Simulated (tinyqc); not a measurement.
ESD clamp with bipolar snapback, compact model and design window: one step of the calculation.

The drain junction multiplies the current that enters it: Igen = (M - 1)(Ic + I0), M = 1/(1 - (Vj/BV)^n). The generated holes leave through the substrate resistance and the base of the parasitic npn: Igen = Vb/Rb + Ic/be, Ic = Is exp(Vb/Vt). Terminal current I = Ic + I0 + Igen and voltage V = Vj + I Ro, per width. Isothermal, constant gain.

Question. Base voltage at the failure current. I(Vb) = Ic (1 + 1/be) + I0 + Vb/Rb, I' = Ic (1 + 1/be)/Vt + 1/Rb; Newton steps on ln I: Vb(new) = Vb - ln(I/It2) I/I'. V follows from the introduction.

Parameters, values chosen for the exercise; values close to those of grounded-gate n-channel clamps:
```
symbol    value    unit                               meaning
T           300       K                           temperature
BV          6.4       V            junction breakdown voltage
n           3.8                exponent of the multiplication
be         11.7             current gain of the parasitic npn
Is      5.1e-17    A/um                    saturation current
I0      1.2e-12    A/um                      junction leakage
Rb         8100  ohm um                  substrate resistance
Ro          160  ohm um  drain ballast and contact resistance
It2         5.3   mA/um            failure current for 100 ns
```

Constants: q = 1.602176634e-19 C, kB = 1.380649e-23 J/K, Vt = kB T/q. Results are converted to the units shown.

Vb at the start = 0.75 V

Give: I; V; I'; Vb after iteration 1.

Answer.

I = 0.31270 mA/um
V = 4.9107 V
I' = 8.6376 mS/um
Vb after iteration 1 = 0.85246 V

Program tinyqc, `OMP_NUM_THREADS=1 python tinyqc.py 2670134 2670135 out.jsonl`; Intel Xeon 2.30GHz, shared host, one thread, about 0.01 s.
